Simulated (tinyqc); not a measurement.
## Capacitances against the relative permittivity between the lines

Endless row of lines of width wl, height tl and space sl between grounded planes at distance hd; e2 fills the gaps beside the lines, e1 the rest. Laplace's equation is solved on meshes of 3, 6 and 12 steps per unit u and extrapolated (Aitken), which is good to about 0.2 %. C_even (all lines at 1 V) is the capacitance Cg to the planes; C_odd (neighbours in antiphase) = Cg + 4 Cc if only nearest neighbours couple, which defines Cc; total with quiet neighbours Cg + 2 Cc. Plate values 2 eps0 e1 wl/hd and eps0 e2 tl/sl.

Inputs (values chosen for the exercise): relative permittivity above and below the lines e1 = 3; line width, in units u wl = 6 u; line height tl = 10 u; space between lines sl = 8 u; distance to each plane hd = 4 u.

Constants: eps0 = 8.8541878128e-12 F/m. Results are converted to the units shown.

The same in every row: plate Cg (aF/um) = 79.7.

Results:

| e2 | Cg (aF/um) | Cc (aF/um) | Cg + 2 Cc (aF/um) | C_odd (aF/um) | plate Cc (aF/um) | share of coupling, 2 Cc/(Cg + 2 Cc) (%) |
|---|---|---|---|---|---|---|
| 1 | 140 | 9.71 | 159 | 179 | 11.1 | 12.2 |
| 1.5 | 145 | 14.3 | 174 | 203 | 16.6 | 16.5 |
| 2 | 149 | 19.1 | 188 | 226 | 22.1 | 20.3 |
| 3 | 156 | 29.0 | 214 | 272 | 33.2 | 27.2 |
| 3.9 | 160 | 38.3 | 236 | 313 | 43.2 | 32.4 |
| 5 | 163 | 49.8 | 263 | 362 | 55.3 | 37.9 |
| 7 | 168 | 71.0 | 310 | 452 | 77.5 | 45.8 |

Estimate the missing row, e2 = 2.5.

Computed row:

| e2 | Cg (aF/um) | Cc (aF/um) | Cg + 2 Cc (aF/um) | C_odd (aF/um) | plate Cc (aF/um) | share of coupling, 2 Cc/(Cg + 2 Cc) (%) |
|---|---|---|---|---|---|---|
| 2.5 | 153 | 24.0 | 201 | 249 | 27.7 | 23.9 |

With this row back in the table: As e2 goes from 1 to 7, Cg rises from 140 to 168 aF/um, Cc rises from 9.71 to 71.0 aF/um and the share of coupling rises from 12.2 to 45.8 %. Cg is 1.76 times its plate value in the first row and 2.11 times in the last; for Cc the ratios are 0.877 and 0.917. Neighbours in antiphase raise the load by a factor of 1.12 and 1.46 over quiet ones.

Numbers from tinyqc (`OMP_NUM_THREADS=1 python tinyqc.py 2790224 2790225 out.jsonl`; about 1 s on one thread of a shared Intel Xeon 2.30GHz).
